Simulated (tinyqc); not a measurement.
The 3-omega method: a line heater on a substrate with a thin film: one step, computed by the program tinyqc.

A current at angular frequency omega = 2 pi f heats the line at 2 omega with the amplitude P per length; the temperature swing Delta T at 2 omega gives a voltage at 3 omega. The substrate is taken as semi-infinite and isotropic, and the heat capacity of heater and film is left out.

Task: Penetration depth. D = kappa/C; q = sqrt(2 i omega/D); penetration depth 1/|q| = sqrt(D/(2 omega)).

Inputs (values chosen for the exercise, modelled on alumina on gallium nitride):
```
quantity                      value           unit
substrate conductivity kappa    180        W/(m K)
substrate heat capacity C      3.04  1e6 J/(m^3 K)
heater half-width b             7.1     micrometre
current frequency f            2000             Hz
substrate thickness d_s         380     micrometre
```

Give: diffusivity D; penetration depth; |q| b; penetration depth / d_s.

Result:

diffusivity D = 59.211 mm^2/s

penetration depth = 48.538 micrometre

|q| b = 0.14628

penetration depth / d_s = 0.12773
